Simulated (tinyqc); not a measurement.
Molecular dynamics of a small cluster by velocity Verlet steps: one step, computed by the program tinyqc.

E = sum_i {sum_j A exp(-p (r_ij/r0 - 1)) - xi sqrt(rho_i)}, rho_i = sum_j exp(-2 q (r_ij/r0 - 1)); the force on i is -sum_j w_ij (R_i - R_j)/r_ij with w_ij = -(2p/r0) A exp(-p (r_ij/r0 - 1)) + (xi q/r0) exp(-2 q (r_ij/r0 - 1)) (rho_i^(-1/2) + rho_j^(-1/2)).

Question. State at the start. Velocity Verlet: a = c F/M with c = 9.648533212e-3 angstrom/fs^2 per eV/(angstrom u); R(new) = R + v dt + a dt^2/2; v(new) = v + (a + a(new)) dt/2. Kinetic energy K = M v^2/(2c); temperature T = 2K/((3N - 3) k_B), rotation of the cluster included. After each step v is scaled by sqrt(1 + (dt/tau)(T0/T - 1)).

Inputs (values chosen for the exercise, for model atoms):
```
quantity               value      unit
length r0               3.09  angstrom
repulsion A             0.17        eV
hopping xi              2.14        eV
decay p                 11.5         -
decay q                 3.17         -
atomic mass M            194         u
time step dt             6.5        fs
target temperature T0    300         K
coupling time tau        100        fs
```

Potential: Gupta. Thermostat: Berendsen.

starting positions (angstrom):
```
           x      y      z
atom 1  0.03  -0.03   0.05
atom 2  2.81  -0.02  -0.01
atom 3  1.41   2.49  -0.02
atom 4  1.44   0.86   2.28
atom 5  1.37   0.84  -2.37
```

starting velocities (angstrom/fs):
```
               x         y         z
atom 1   0.00096   0.00145  -0.00178
atom 2   0.00027  -0.00189  -0.00089
atom 3  -0.00193  -0.00023   0.00071
atom 4   0.00082    0.0005   0.00018
atom 5  -0.00012   0.00018   0.00178
```

Constants: 1 eV/(angstrom u) = 9.648533212e-03 angstrom/fs^2; k_B = 8.617333262e-05 eV/K.

Give: forces; potential energy; kinetic energy; temperature.

Answer.

forces (eV/angstrom):
```
             x       y       z
atom 1  -1.111  -0.284  -0.624
atom 2   0.999  -0.209  -0.500
atom 3  -0.002   0.402  -0.352
atom 4   0.109   0.139   1.000
atom 5   0.004  -0.048   0.476
```

potential energy = -18.40 eV

kinetic energy = 0.1918 eV

temperature = 371.0 K
